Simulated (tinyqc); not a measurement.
Gas flow in a process chamber: flow regimes, conductance, effective pumping speed, pump-down, outgassing and purge: one step, computed by the program tinyqc.

Ideal gas, isothermal flow, a pump of constant speed at the end of a round pipe; process gas, volume gas and outgassing are given the same properties. 1 sccm = 101325 Pa x 1e-6 m^3/60 s x T/273.15 K.

Question. Molecular flow. Mean speed c = sqrt(8 k_B T/(pi m)); aperture conductance C_a = c pi d^2/16; molecular pipe C_m = C_a/(1 + 3 l/(4 d)) (Dushman form); viscous pipe C_v = pi d^4 p_mean/(128 eta l); Knudsen interpolation C = C_v + C_m (1 + x)/(1 + 1.24 x), x = d p_mean sqrt(m/(k_B T))/eta. Effective speed 1/S_eff = 1/S + 1/C_m; time constant V/S_eff; pressure at which the free path k_B T/(sqrt2 pi d_m^2 p) equals d.

Inputs (values chosen for the exercise, modelled on water vapour near room temperature):
```
quantity            value   unit
molar mass M        18.02  g/mol
molecular diameter   0.46     nm
temperature T         350      K
chamber volume V      170      L
pipe diameter d         4     cm
pipe length l          40     cm
pump speed S           10    L/s
```

Constants: k_B = 1.380649e-23 J/K; u = 1.6605390666e-27 kg.

Give: mean speed c; C_a; C_m; S_eff in molecular flow; time constant; pressure where the free path equals d.

Answer.

mean speed c = 641.3 m/s

C_a = 201.5 L/s

C_m = 23.70 L/s

S_eff in molecular flow = 7.033 L/s

time constant = 24.17 s

pressure where the free path equals d = 0.1285 Pa

The pipe passes on 70 % of the pump speed.
